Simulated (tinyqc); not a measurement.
Isotope shift of the local mode: vibrations of a mass or spring defect in a linear chain. Computed by tinyqc, a small Python program. Command: `OMP_NUM_THREADS=1 python tinyqc.py 3016917 3016918 out.jsonl localmode walk`. One thread of a shared host (Intel(R) Xeon(R) Processor @ 2.30GHz), about 0.01 s of CPU time with the checks.

A ring of N atoms with nearest-neighbour springs k and motion along the chain. Atom 1 is the defect, of mass M', and its two springs are k'. All other atoms have the mass M.

Inputs (values chosen for the exercise, for a model chain): spring constant k = 4.51 eV/angstrom^2; host mass M = 102 u; defect mass M' = 41.9 u; spring ratio k'/k at the defect = 1; isotope mass step = 1 u.

Host: monatomic.

Constants: nu for 1 eV/(angstrom^2 u) = 15.6333042 THz.

Method:
- Host band: lambda from 0 to 4k/M.
- nu = 15.6333042 THz x sqrt(lambda), lambda in eV/(angstrom^2 u).
- D_ii = (sum of the two springs at i)/M_i, D_ij = -k_ij/sqrt(M_i M_j) for neighbours, closed into a ring.
- The same matrix for 120 atoms; amplitudes are the mass-weighted eigenvector, in size, relative to the defect, for the highest mode; its weight is the squared component of the normalised eigenvector on the defect.
- Raise M' by the isotope step in the 120-atom ring. First order, good only for a step much smaller than M': Delta nu/nu = -(1/2) (weight on the defect) Delta M'/M'; a defect vibrating against fixed neighbours would give sqrt(M'/(M' + step)) - 1.

highest frequency, long ring = 8.13712 THz

weight of the highest mode on the defect = 0.741518

shift, exact = -0.86612 %

shift, first order = -0.88487 %

shift, fixed neighbours = -1.1724 %

What follows from these numbers?

The shift is 74 % of the fixed-neighbour value; all other atoms together carry 26 % of the kinetic energy of the mode.

Extremes, crossings and ranges named in words are read from the listed rows.
